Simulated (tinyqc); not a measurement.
# MOS inversion layer, Poisson-Schroedinger loop: mixing schemes compared

Electrons confined at an insulator interface at z = 0, treated as a hard wall; parabolic valleys, Hartree approximation, no image or exchange terms. The depletion charge lies far deeper than the electrons and gives a uniform field q Nd/(eps0 eps_r); the gate balances all charge. Energies are counted from the band edge at the interface.

V0 = q Nd z/(eps0 eps_r) in eV.

Tridiagonal Hamiltonian with psi = 0 one step beyond both ends: H_ii = C (1/m_(i-1/2) + 1/m_(i+1/2))/hz^2 + V0_i + U_i, H_(i,i+1) = -C/(m_(i+1/2) hz^2), C = hbar^2/(2 m0). The lowest 2 level(s) are kept, normalised to hz sum |psi|^2 = 1. The mass is the same on all intervals.

Level k holds N_k = D_k Vt ln(1 + exp((EF - E_k)/Vt)) with D = 6 md1 m0 q/(pi hbar^2) per eV (spin included); EF is fixed by sum N_k = Ns.

n_i = sum_k N_k |psi_k|^2 (converted to cm^-3). Hartree part by Gauss: on the interval before node i the electrons still beyond are S_i = Ns - hz sum_(j<i) n_j, and U_i = U_(i-1) + q S_i hz/(eps0 eps_r) in eV, U_0 = 0 at the interface. Mixing: U(new) = U + a (U(out) - U).

Rounds from U = 0 until the largest |U(out) - U| is below 1e-7 eV (the round that meets it is counted). Anderson mixing of depth m keeps the last m inputs V and residuals F = V(out) - V(in), fits c by least squares to F = dF c over their successive differences dF, dV, and sets V(new) = V + a F - (dV + a dF) c.

Inputs (values chosen for the exercise); masses and permittivity close to those of silicon (111): temperature T = 300 K; relative permittivity eps_r = 11.5; mass along z of valley set A (6 valley(s)) mz1 = 0.259 m0; in-plane density-of-states mass of set A md1 = 0.359 m0; sheet density of electrons Ns = 3e11 cm^-2; sheet density of depletion charge Nd = 3.2e12 cm^-2; mesh step hz = 0.59 nm.

Constants: q = 1.602176634e-19 C, kB = 1.380649e-23 J/K, hbar = 1.054571817e-34 J s, m0 = 9.1093837015e-31 kg, Vt = kB T/q, eps0 = 8.8541878128e-14 F/cm where lengths are in cm, hbar^2/(2 m0) = 0.0380998212 eV nm^2. Results are converted to the units shown.

z, node 1 to 17 (nm): 0.59  1.18  1.77  2.36  2.95  3.54  4.13  4.72  5.31  5.9  6.49  7.08  7.67  8.26  8.85  9.44  10.03

Rounds needed:
```
a    depth m  rounds
1      plain       4
0.8    plain       8
0.6    plain      14
0.4    plain      24
0.2    plain      53
0.1    plain     110
0.5        2       6
0.5        4       5
0.5        8       5
```

What does the comparison show?

Among the plain runs a = 1 is fastest, with 4 rounds: the response of the charge is weak enough that no damping is needed. Anderson mixing needs 5 to 6 rounds.

Numbers from tinyqc (`OMP_NUM_THREADS=1 python tinyqc.py 2160063 2160064 out.jsonl`; about 0.4 s on one thread of a shared Intel Xeon 2.30GHz).
